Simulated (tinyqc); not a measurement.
Octagonal on-chip spiral inductor, lumped pi model: one step of the calculation.

Outer diameter do = di + 2 n wd + 2 (n - 1) sp, mean da = (do + di)/2, fill p = (do - di)/(do + di), length l = 3.314 n da. L = 2.25 mu0 n^2 da/(1 + 3.55 p), mu0 = 4 pi 1e-7 H/m. Rs = rho l/(wd delta (1 - exp(-th/delta))), delta = sqrt(rho/(pi f mu0)). Cs = n wd^2 eps0 eo/hu across the coil. At each end Cox = l wd eps0 eo/(2 ho) leads to the substrate branch Rsi = 2 rs he/(l wd) in parallel with Csi = l wd eps0 11.7/(2 he). With one end grounded Y = 1/(Rs + i w L) + i w Cs + 1/[1/(i w Cox) + 1/(1/Rsi + i w Csi)], w = 2 pi f; Q = -Im Y/Re Y. Eddy currents in neighbouring turns and in the substrate are left out.

Problem. Admittance, quality factor and apparent inductance. Series branch 1/(Rs + i w L), substrate branch, total Y, Q = -Im Y/Re Y, apparent inductance Im(1/Y)/w, metal-only value w L/Rs, share of the loss in the substrate Re(substrate branch)/Re Y.

Parameters, values chosen for the exercise: frequency f = 5.4 GHz.

L = 0.27669672 nH
Rs = 0.77149397 ohm
Cs = 3.0649112 fF
Cox = 5.2266824 fF
Rsi = 1588.1587 ohm
Csi = 6.5228996 fF

Give: series branch; substrate branch; Y; Q; apparent inductance; w L/Rs; share of the loss in the substrate.

Solution.

series branch = 8.7-105.8i mS
substrate branch = 0.0357+0.1548i mS
Y = 8.7-105.5i mS
Q = 12.09
apparent inductance = 0.2774 nH
w L/Rs = 12.17
share of the loss in the substrate = 0.4084 %

Q is 99.3 % of the metal-only value.

tinyqc, about 0.01 s, one thread, Intel Xeon 2.30GHz (shared host): `OMP_NUM_THREADS=1 python tinyqc.py 2302152 2302153 out.jsonl`
